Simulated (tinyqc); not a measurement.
Thin-film resistivity, exact integral against the thick limit.

Fuchs-Sondheimer for a film of thickness d, k = d/lam: rho0/rho = 1 - (3 (1 - ps)/(2 k)) int_1^infinity (t^-3 - t^-5)(1 - exp(-k t))/(1 - ps exp(-k t)) dt; thick limit rho/rho0 = 1 + 3 (1 - ps)/(8 k).

Values chosen for this exercise; metal values close to those of copper: bulk resistivity rho0 = 1.72 uohm cm; bulk mean free path lam = 40.4 nm; specular share of surface scattering ps = 0.

Results:

| d (nm) | k | rho/rho0, exact | thick limit | error of the limit (%) | rho (uohm cm) |
|---|---|---|---|---|---|
| 2 | 0.04950 | 7.783 | 8.575 | 10.2 | 13.39 |
| 3.9 | 0.09653 | 4.895 | 4.885 | -0.213 | 8.420 |
| 7.6 | 0.1881 | 3.210 | 2.993 | -6.75 | 5.521 |
| 15 | 0.3713 | 2.208 | 2.010 | -8.98 | 3.798 |
| 29 | 0.7178 | 1.646 | 1.522 | -7.50 | 2.831 |
| 110 | 2.723 | 1.157 | 1.138 | -1.69 | 1.991 |
| 210 | 5.198 | 1.078 | 1.072 | -0.516 | 1.854 |
| 400 | 9.901 | 1.039 | 1.038 | -0.143 | 1.788 |

Estimate the missing row, d = 55 nm.

Computed row:

| d (nm) | k | rho/rho0, exact | thick limit | error of the limit (%) | rho (uohm cm) |
|---|---|---|---|---|---|
| 55 | 1.361 | 1.335 | 1.275 | -4.44 | 2.296 |

With this row back in the table: rho/rho0 falls from 7.78 to 1.04. The error of the thick limit goes from 10 through a minimum of -9.0 (at d = 15 nm among the rows listed) to -0.14 %; it stays within 5 % for k of 1.361 and above among the rows listed. The change of sign at small k is a crossing of two different laws, not agreement.

Computed by the program tinyqc: `OMP_NUM_THREADS=1 python tinyqc.py 2100007 2100008 out.jsonl`, one thread of a shared Intel Xeon 2.30GHz, about 0.01 s for the whole run.
